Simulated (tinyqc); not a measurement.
RKS/B3LYP (VWN-RPA form) in the sto-6g basis, for H2, spin multiplicity 1, step by step. One step of it, computed by the program tinyqc.

Question. Iteration 2 (converged): orbitals. Diagonalise F' = X^T F X, C = X C', fill 1 alpha and 1 beta electrons from the bottom; D = 2 C_occ C_occ^T. Each column has its largest component positive (the first on a tie).

Kohn-Sham matrix F (hartree):
```
           1H 1s      2H 1s
1H 1s  -0.173365  -0.258721
2H 1s  -0.258721  -0.173365
```

X:
```
           1H 1s      2H 1s
1H 1s   1.068530  -0.223730
2H 1s  -0.223730   1.068530
```

Give: F' = X^T F X; orbital energies; coefficients C; D after iteration 2.

Answer.

F' = X^T F X (hartree):
```
         1        2
1  -0.0829  -0.2255
2  -0.2255  -0.0829
```

orbital energies (hartree): MO1 -0.3084, MO2 0.1425

coefficients C:
```
          MO1      MO2
1H 1s  0.5974   0.9138
2H 1s  0.5974  -0.9138
```

D after iteration 2:
```
        1H 1s   2H 1s
1H 1s  0.7137  0.7137
2H 1s  0.7137  0.7137
```
